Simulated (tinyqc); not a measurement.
Thickness series: Landau-Devonshire theory of a uniaxial ferroelectric. Computed by tinyqc, a small Python program. Command: `OMP_NUM_THREADS=1 python tinyqc.py 3029985 3029986 out.jsonl ferro walk`. One thread of a shared host (Intel(R) Xeon(R) Processor @ 2.30GHz), about 0.01 s of CPU time with the checks.

G(P) = (alpha/2) P^2 + (beta*/4) P^4 + (gamma/6) P^6 - E P per volume, SI units, one domain, P along the polar axis, which is normal to the film.

Inputs (values chosen for the exercise, for a model ferroelectric): alpha_0 = 1.28e+06 J m/(C^2 K); Curie-Weiss temperature T0 = 750 K; beta = 4e+09 J m^5/C^4; gamma = 5.32e+10 J m^9/C^6; temperature T = 344 K; misfit strain u_m = -0.019; electrostriction Q12 = -0.043 m^4/C^2; compliance s11 + s12 = 7.1e-12 m^2/N; film thickness d = 23 nm; screening length lambda = 0.011 nm; background permittivity eps_b = 7; series capacitance C_d = 5.3 microfarad/cm^2.

Sample: epitaxial film.

Constants: eps_0 = 8.8541878128e-12 F/m.

Method:
- alpha = alpha_0 (T - T0*), with clamping: T0* = T0 + 4 Q12 u_m/(alpha_0 (s11 + s12)), beta* = beta + 4 Q12^2/(s11 + s12).
- Ps^2 = [-beta* + sqrt(beta*^2 - 4 alpha gamma)]/(2 gamma).
- chi = 1/(eps_0 G''), G'' = alpha + 3 beta* P^2 + 5 gamma P^4 at Ps. Ps, chi and the coercive field are for perfect screening, without a depolarising field. The intrinsic coercive field is |alpha P + beta* P^3 + gamma P^5| at the P_c where G'' = 0. 1 C/m^2 = 100 microcoulomb/cm^2.
- Between shorted electrodes with screening length lambda each, the depolarising field is -k P, k = 2 lambda/(eps_0 (d + 2 lambda eps_b)), so alpha turns into alpha + k.
- The polar state is the lowest uniform state while alpha + k < 0 (beta* > 0) or < 3 beta*^2/(16 gamma) (beta* < 0); setting the equality gives the critical thickness d_c.
- Domains are left out, though they can pre-empt both the loss of P and the state at P = 0. The second and third columns are for the shorted capacitor, polar only where it is the lowest uniform state: alpha + k < 0 (beta* > 0) or < 3 beta*^2/(16 gamma) (beta* < 0). The last column is another circuit, the film in series with C_d at P = 0: 1/C = (alpha d)/(1 + alpha eps_0 eps_b) + 1/C_d, and P = 0 is locally stable while 1/C > 0; a dash marks the rest.

alpha = -9.79962e+08 J m/C^2

beta* = 5.04169e+09 J m^5/C^4

critical thickness d_c = 2.38151 nm

spontaneous polarisation Ps = 31.0437 microcoulomb/cm^2

Against thickness:
```
d (nm)  P (microcoulomb/cm^2)  depolarising field (MV/m)  C of the stack / C_d
1                       0.000                       0.00                1.0585
2                       0.000                       0.00                1.1243
3                      17.073                     134.50                1.1989
5                      24.563                     118.42                1.3821
8                      27.356                      83.36                1.7933
15                     29.192                      47.86                5.8633
30                     30.146                      24.84                     -
60                     30.601                      12.64                     -
150                    30.868                       5.11                     -
```

What does the comparison show, and why?

The polar state appears between 2 and 3 nm (d_c = 2.38 nm), and at 150 nm P is 99.4 % of Ps. The stack exceeds C_d wherever it is stable, up to 5.86 times: the ferroelectric held at P = 0 acts as a negative capacitance. Caution: far below T0* the expansion with linear alpha(T) is only a fit.

Extremes, crossings and ranges named in words are read from the listed rows.
